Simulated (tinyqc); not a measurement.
Length of a molecular wire: coherent transport through a tight-binding bridge. Computed by the program tinyqc. T = Gamma_L Gamma_R |G_1n|^2 with the self-energies of semi-infinite chains.

A uniform bridge between two chains:
```
parameter                        value
site energy (eV)              1.540000
hopping in the bridge (eV)    0.460000
lead hopping (eV)             1.860000
couplings (eV)              0.51, 0.93
E (eV)                       -0.030000
```

Transmission against length:
```
sites           T      ln T
2      9.7322e-03   -4.6323
3      1.0201e-03   -6.8879
4      1.0689e-04   -9.1438
5      1.1199e-05  -11.3997
6      1.1734e-06  -13.6556
7      1.2295e-07  -15.9115
8      1.2882e-08  -18.1674
9      1.3497e-09  -20.4234
10     1.4142e-10  -22.6793
```

What does the comparison show, and why?

E lies outside the band of the bridge (|E - e|/2h = 1.707 > 1), so T decays as exp(-beta n) with beta = 2 arccosh(1.707) = 2.2559 a site; the last two rows give 2.2559.
